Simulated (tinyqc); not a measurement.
Decay across the direct gap: complex band structure along [001] in sp3s* tight binding.

For k = (0, 0, kz) the phase sums are g0 = cos(phi) and g3 = i sin(phi), phi = kz a/4, and the s, pz, s* orbitals of anion (a) and cation (c) decouple from px, py. With z = exp(i phi), H(z) = H0 + z T + T^T/z for any complex z. H0 is diagonal (Esa, Epa, Exa, Esc, Epc, Exc). The anion-cation block is B(z) = z U + W/z and the cation-anion block z W^T + U^T/z, where U has Vss/2 (s,s), Vsapc/2 (s,z), -Vscpa/2 (z,s), Vxx/2 (z,z), Vxapc/2 (s*,z), -Vpaxc/2 (z,s*), and W has the same values with the s-z and s*-z signs reversed. |z| = 1 is a band state, |z| < 1 decays along [001] as exp(-kappa d) over a distance d, kappa = -(4/a) ln|z|. No spin-orbit coupling.

Constants: hbar^2/2m0 = 3.80998211 eV angstrom^2.

Inputs chosen for the exercise (out of a larger set: near a published set for GaAs, fitted to gaps, whose masses and valley positions are rough (light masses up to twice too heavy); not measured data): p = (-8.392, 1.044, -2.675, 3.65, 8.633, 6.706, -6.489, 1.944, 5.061, 4.497, 5.75, 4.875, 4.806) eV (order Esa, Epa, Esc, Epc, Exa, Exc, Vss, Vxx, Vxy, Vsapc, Vscpa, Vxapc, Vpaxc); a = 5.648 angstrom (lattice constant).

Ev = 0.00671 eV
EG (direct gap) = 1.55050 eV

masses of this model, from the curvature at Gamma (m0): m_lh 0.08991, m_e 0.12039

kappa of the imaginary branch at Gamma against three formulas: parabolic from the valence edge, sqrt(m_lh E/c); parabolic from the conduction edge, sqrt(m_e (EG - E)/c); two-band (Franz), sqrt(m E (1 - E/EG)/c) with m = 2 m_lh m_e/(m_lh + m_e). E from Ev; c = hbar^2/2m0.

kappa (1/angstrom):
```
E/EG  E (eV)  tight binding  parabolic, valence  parabolic, conduction  two-band
0.05  0.0775         0.0419              0.0428                 0.2157    0.0446
0.15  0.2326         0.0693              0.0741                 0.2041    0.0731
0.25  0.3876         0.0849              0.0956                 0.1917    0.0886
0.50  0.7752         0.1011              0.1353                 0.1565    0.1023
0.65  1.0078         0.0987              0.1542                 0.1309    0.0976
0.75  1.1629         0.0911              0.1657                 0.1107    0.0886
0.85  1.3179         0.0765              0.1764                 0.0857    0.0731
0.95  1.4730         0.0477              0.1864                 0.0495    0.0446
```

Give the missing row, E/EG = 0.35, E (eV) = 0.5427.

Computed row:
```
E/EG  E (eV)  tight binding  parabolic, valence  parabolic, conduction  two-band
0.35  0.5427         0.0946              0.1132                 0.1785    0.0976
```

The branch joins the light-hole and conduction bands and peaks, among these rows, at E/EG = 0.50 with kappa = 0.1011 1/angstrom. At mid-gap the parabola from the conduction edge is +55 % off and the two-band form +1.2 %; over 5 nm the parabola would misstate exp(-2 kappa d) by a factor 254.

tinyqc: `OMP_NUM_THREADS=1 python tinyqc.py 1480757 1480758 out.jsonl`; about 0.01 s, one thread, shared Intel(R) Xeon(R) Processor @ 2.30GHz.
